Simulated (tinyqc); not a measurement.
Ballast resistance and gain from the on-state line.

Problem. At high current V = BV (1 + be)^(-1/n) + I Ro. Find Ro, the intercept and be.

Inputs (values chosen for the exercise):
- BV = 6.4 V (junction breakdown voltage)
- n = 3.8 (exponent of the multiplication)

V at I = 2.6 and 5.3 mA/um (V): 3.6947274  4.1267274

Answer. The slope is Ro; the intercept over BV is (1 + be)^(-1/n).

Ro = 160 ohm um
intercept = 3.28 V
be = 11.7

Numbers from tinyqc (`OMP_NUM_THREADS=1 python tinyqc.py 2670134 2670135 out.jsonl`; about 0.01 s on one thread of a shared Intel Xeon 2.30GHz).
